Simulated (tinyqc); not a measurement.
# Programming of a floating-gate cell by Fowler-Nordheim tunnelling: what changes with what

Per tunnel area the floating gate has Ctun = 3.9 eps0/tox to the channel (0 V) and Ccg to the control gate, Ct = Ctun/(1 - ag), no other coupling. With the threshold shift U = -Q/Ccg the field is F = ag (Vg - U)/tox, and dU/dt = J/Ccg. Fowler-Nordheim: J = A F^2 exp(-B/F), A = q^2/(16 pi^2 hbar mo phi) (times 1e14 for A/cm^2 with F in V/nm, emitter mass m0), B = (4/3) sqrt(mo/C) phi^1.5, C = hbar^2/(2 m0).

Inputs (values chosen for the exercise); oxide values close to those of silicon dioxide:
- phi = 3.09 eV (tunnel barrier)
- mo = 0.44 m0 (tunnelling mass)
- tox = 9.4 nm (tunnel oxide thickness)
- ag = 0.71 (coupling ratio Ccg/Ct)
- Vt0 = -0.8 V (threshold shift at the start)
- Vg = 13.9 V (control-gate voltage)

Constants: q = 1.602176634e-19 C, hbar = 1.054571817e-34 J s, m0 = 9.1093837015e-31 kg, eps0 = 8.8541878128e-14 F/cm where lengths are in cm, hbar^2/(2 m0) = 0.0380998212 eV nm^2. Results are converted to the units shown.

Each table varies one quantity; the others keep the values above.

## Programming by a staircase of pulses

Pulse i = 1, 2, ... has the height 12.4 V + (i - 1) 0.3 V and lasts 33 us; each starts from the U that the last one left. Exact: exp(B/F(t)) = exp(B/F(0)) + K t, K = A B ag/(Ccg tox), and U = Vg - tox F/ag.

Programming by a staircase of pulses:
```
N	last pulse (V)	U (V)	gain of the last pulse (V)	F at its end (V/nm)
1	12.400	-0.72701	0.072993	0.99151
2	12.700	-0.61640	0.11061	1.0058
3	13.000	-0.46319	0.15320	1.0169
4	13.300	-0.26871	0.19448	1.0249
6	13.900	0.21510	0.25475	1.0336
8	14.500	0.77061	0.28332	1.0370
11	15.400	1.6516	0.29664	1.0384
14	16.300	2.5479	0.29935	1.0387
18	17.500	3.7471	0.29993	1.0388
```

Read the table: what changes, and by how much?

The gain of a pulse rises from 0.0730 to 0.300 V and settles at the step of 0.3 V: the field at the end of a pulse becomes steady, 1.04 V/nm, so U follows the gate one to one whatever it started from. It is within 5 % of the step from pulse 11 on among the rows. For N = 2, 3, 4, 6, 8, 11, 14, 18 the field stays above 10 MV/cm, which wears the oxide.

## Effect of the gate voltage

Same model as above.

After 0.0005 s.

Effect of the gate voltage:
```
Vg (V)	F (V/nm)	J (A/cm^2)	U (V)
10.9	0.88088	6.4593e-5	-0.76233
11.5	0.91823	2.1868e-4	-0.65681
12.2	0.94693	5.2399e-4	-0.33675
12.8	0.95828	7.3010e-4	0.11297
13.4	0.96279	8.3139e-4	0.65316
14	0.96450	8.7298e-4	1.2305
14.7	0.96523	8.9124e-4	1.9209
15.3	0.96546	8.9722e-4	2.5178
15.9	0.96556	8.9984e-4	3.1165
```

Read the table: what changes, and by how much?

U rises from -0.762 to 3.12 V, by 0.18 V a volt between the first two rows and 0.998 between the last two: once K t exceeds exp(B/F(0)) the final field, 0.966 V/nm, no longer depends on Vg. In 2 of the 9 rows the starting field exceeds 12 MV/cm, where the oxide would wear out or break down quickly.

## Threshold shift against time

Same model as above.

Results:
```
t (s)	F (V/nm)	J (A/cm^2)	U (V)	dU/dlog10 t (V)
6.7e-7	1.108	0.03173	-0.7759	0.05443
3.4e-6	1.102	0.02736	-0.6865	0.2381
1.8e-5	1.077	0.01555	-0.3554	0.7167
0.00046	0.9674	9.470e-4	1.093	1.115
0.0024	0.9094	1.655e-4	1.860	1.017
0.012	0.8586	2.967e-5	2.533	0.9116
0.062	0.8121	5.144e-6	3.149	0.8166
0.32	0.7704	8.972e-7	3.701	0.7350
1.6	0.7334	1.626e-7	4.190	0.6662
```

Estimate the missing row, t = 9e-5 s.

Computed row:
```
t (s)	F (V/nm)	J (A/cm^2)	U (V)	dU/dlog10 t (V)
9e-5	1.027	0.004726	0.2976	1.089
```

With this row back in the table: U rises from -0.776 to 4.19 V, while J falls by 5.29 decades, at the end as t^(-1.06). Well past t0 = 1.81e-5 s the stored charge chokes the field and U gains only 0.666 V a decade.

Range of the model: Programming fields of 10 MV/cm and more wear the oxide; trapping and the channel potential are ignored.

tinyqc, about 0.01 s, one thread, Intel Xeon 2.30GHz (shared host): `OMP_NUM_THREADS=1 python tinyqc.py 2130093 2130094 out.jsonl`
